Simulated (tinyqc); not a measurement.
# Thin-body transistor below threshold, two-dimensional Poisson equation on a small mesh: what changes with what

A thin body on a thick buried insulator of low permittivity, taken as carrying no normal field at the bottom of the body (row 0). Mobile charge is neglected (subthreshold), the body is fully depleted, and potentials are counted from the intrinsic level; rows run upward to the gate, columns from source to drain.

Inputs (values chosen for the exercise); semiconductor permittivity close to that of silicon:
```
symbol   value   unit                                     meaning
T          273      K                                 temperature
eps_r     11.8         relative permittivity of the semiconductor
eox        3.9             relative permittivity of the insulator
tb           8     nm                              body thickness
tox        1.6     nm                         insulator thickness
L           33     nm                              channel length
Na      6.4e17  cm^-3       acceptor density of the depleted body
Vbi       0.52      V                     potential of the source
Vfb       0.05      V                                 gate offset
Vg           0      V                                gate voltage
Vd           1      V                               drain voltage
```

Constants: q = 1.602176634e-19 C, kB = 1.380649e-23 J/K, Vt = kB T/q, eps0 = 8.8541878128e-14 F/cm where lengths are in cm. Results are converted to the units shown.

Each table varies one quantity; the others keep the values above.

## Choice of the relaxation factor

Mesh: rows i = 0..2 in the semiconductor (step hs = tb/2, row 2 on the interface), then 1 step(s) ho = tox/1 up to the gate row 3; columns j = 0..5 (step hy = L/5). Box integration, divided by eps0: up_i = eps hy/h of the interval above row i, dn_i = that of the interval below (0 for row 0), lat_i = (sum of eps h/2 over the intervals above and below)/hy, s_i = -q Na w_i hy/eps0 with w_i the semiconductor height of the box (hs/2 for row 0 and the interface row, hs between, 0 in the insulator). Each free node obeys (up + dn + 2 lat) psi = up psi(above) + dn psi(below) + lat [psi(left) + psi(right)] + s. Fixed values: gate row Vg - Vfb; column 0 at Vbi and the last column at Vbi + Vd in the semiconductor, each running linearly to Vg - Vfb across the insulator. Sweeps go row by row from row 0, left to right, psi(new) = psi + omega (t - psi) with t the value that solves the node equation for the newest neighbours; free nodes start at zero; stop when the largest change is below 1e-7 V.

Results:
```
omega	sweeps
1	49
1.1	40
1.3	22
1.4	20
1.5	25
1.6	34
1.7	44
1.8	72
1.9	149
```

Estimate the missing row, omega = 1.2.

Computed row:
```
omega	sweeps
1.2	31
```

With this row back in the table: Gauss-Seidel (omega = 1) takes 49 sweeps; the fewest, 20, are at omega = 1.4, and omega = 1.9 takes 149. The Jacobi matrix of this mesh has spectral radius rho = 0.8616, so theory puts the best factor at 2/(1 + sqrt(1 - rho^2)) = 1.33.

## Effect of the gate voltage

Mesh: rows i = 0..12 in the semiconductor (step hs = tb/12, row 12 on the interface), then 8 step(s) ho = tox/8 up to the gate row 20; columns j = 0..80 (step hy = L/80). The system is solved directly. On row 0 the minimum of psi and its place come from a parabola through the three lowest nodes; barrier = Vbi - minimum, swing = Vt ln 10/(d psi/dVg), DIBL = (d psi/dVd)/(d psi/dVg) there. Lambda = pi/k with k the smallest positive root of tan(k tox) tan(k tb) = eox/eps_r.

Results:
```
Vg (V)	L/Lambda	barrier (V)	place y/L	swing (mV/decade)	DIBL (mV/V)
-0.2	1.332	0.4917	0.4012	78.27	132.9
-0.04	1.332	0.3816	0.3857	79.22	125.5
0.04	1.332	0.3271	0.3758	79.92	121.0
0.12	1.332	0.2732	0.3638	80.88	115.9
0.2	1.332	0.2201	0.3488	82.23	110.0
```

Estimate the missing row, Vg = -0.12 V.

Computed row:
```
Vg (V)	L/Lambda	barrier (V)	place y/L	swing (mV/decade)	DIBL (mV/V)
-0.12	1.332	0.4365	0.3940	78.69	129.4
```

With this row back in the table: As Vg goes from -0.2 to 0.2 V, the barrier falls from 0.492 to 0.220 V, the swing rises from 78.3 to 82.2 mV a decade and DIBL falls from 133 to 110 mV/V; the ideal swing is 54.2. The barrier top moves from y/L = 0.401 to 0.349, towards the source.

## Effect of the channel length

Same model as above.

Result of one run:
```
L (nm)	L/Lambda	barrier (V)	place y/L	swing (mV/decade)	DIBL (mV/V)
40	1.614	0.4537	0.4045	68.19	70.59
```

What becomes of these results when the channel length L is changed from 40 to 22 nm, all else the same?

Result of the changed run:
```
L (nm)	L/Lambda	barrier (V)	place y/L	swing (mV/decade)	DIBL (mV/V)
22	0.8878	0.1132	0.2862	147.0	345.8
```

The whole series:
```
L (nm)	L/Lambda	barrier (V)	place y/L	swing (mV/decade)	DIBL (mV/V)
22	0.8878	0.1132	0.2862	147.0	345.8
27	1.090	0.2348	0.3453	100.9	209.6
33	1.332	0.3543	0.3809	79.55	123.3
40	1.614	0.4537	0.4045	68.19	70.59
48	1.937	0.5268	0.4214	61.85	39.21
59	2.381	0.5832	0.4363	57.74	18.37
71	2.865	0.6131	0.4472	55.79	8.315
87	3.511	0.6298	0.4569	54.75	2.966
```

As L goes from 22 to 87 nm, the barrier rises from 0.113 to 0.630 V, the swing falls from 147 to 54.7 mV a decade and DIBL falls from 346 to 2.97 mV/V; the ideal swing is 54.2. L/Lambda goes from 0.89 to 3.5. Between the last two rows DIBL decays with a length of 15.5 nm; 2 Lambda/pi is 15.8 nm. At L = 22 nm the barrier is under 6 Vt, so mobile charge, neglected here, begins to count.

Numbers from tinyqc (`OMP_NUM_THREADS=1 python tinyqc.py 2480068 2480069 out.jsonl`; about 0.1 s on one thread of a shared Intel Xeon 2.30GHz).
